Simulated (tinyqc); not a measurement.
Square on-chip spiral inductor, lumped pi model: two steps of the calculation.

Outer diameter do = di + 2 n wd + 2 (n - 1) sp, mean da = (do + di)/2, fill p = (do - di)/(do + di), length l = 4 n da. L = 2.34 mu0 n^2 da/(1 + 2.75 p), mu0 = 4 pi 1e-7 H/m. Rs = rho l/(wd delta (1 - exp(-th/delta))), delta = sqrt(rho/(pi f mu0)). Cs = n wd^2 eps0 eo/hu across the coil. At each end Cox = l wd eps0 eo/(2 ho) leads to the substrate branch Rsi = 2 rs he/(l wd) in parallel with Csi = l wd eps0 11.7/(2 he). With one end grounded Y = 1/(Rs + i w L) + i w Cs + 1/[1/(i w Cox) + 1/(1/Rsi + i w Csi)], w = 2 pi f; Q = -Im Y/Re Y. Eddy currents in neighbouring turns and in the substrate are left out.

Values chosen for this exercise; values of the order met in silicon radio-frequency processes:
```
symbol  value     unit                                     meaning
n         6.5                                      number of turns
wd          8       um                                  line width
sp          3       um                         space between turns
di        140       um                              inner diameter
th          2       um                             metal thickness
rho       2.2  uohm cm                           metal resistivity
ho        8.8       um                        oxide below the coil
hu          1       um            oxide between coil and underpass
eo        4.1                   relative permittivity of the oxide
rs        100   ohm cm                       substrate resistivity
he         80       um  effective spreading depth in the substrate
f         1.8      GHz                                   frequency
```

Constants: eps0 = 8.8541878128e-12 F/m. Results are converted to the units shown.

Problem 1. Geometry and model elements. do, l, L, delta, Rs, Cs, Cox, Rsi and Csi as defined.

Find: do; l; L; delta; Rs; Cs; Cox; Rsi; Csi.

Solution 1.

do = 277.00 um
l = 5421.0 um
L = 13.609 nH
delta = 1.7595 um
Rs = 12.476 ohm
Cs = 15.102 fF
Cox = 89.452 fF
Rsi = 3689.4 ohm
Csi = 28.079 fF

Problem 2. Admittance, quality factor and apparent inductance. Series branch 1/(Rs + i w L), substrate branch, total Y, Q = -Im Y/Re Y, apparent inductance Im(1/Y)/w, metal-only value w L/Rs, share of the loss in the substrate Re(substrate branch)/Re Y.

L = 13.608517 nH
Rs = 12.475957 ohm
Cs = 15.101703 fF
Cox = 89.451847 fF
Rsi = 3689.3562 ohm
Csi = 28.079153 fF

Find: series branch; substrate branch; Y; Q; apparent inductance; w L/Rs; share of the loss in the substrate.

Solution 2.

series branch = 0.523-6.455i mS
substrate branch = 0.1507+0.2724i mS
Y = 0.674-6.012i mS
Q = 8.920
apparent inductance = 14.53 nH
w L/Rs = 12.34
share of the loss in the substrate = 22.37 %

Q is 72.3 % of the metal-only value.

Program tinyqc, `OMP_NUM_THREADS=1 python tinyqc.py 2302056 2302057 out.jsonl`; Intel Xeon 2.30GHz, shared host, one thread, about 0.01 s.
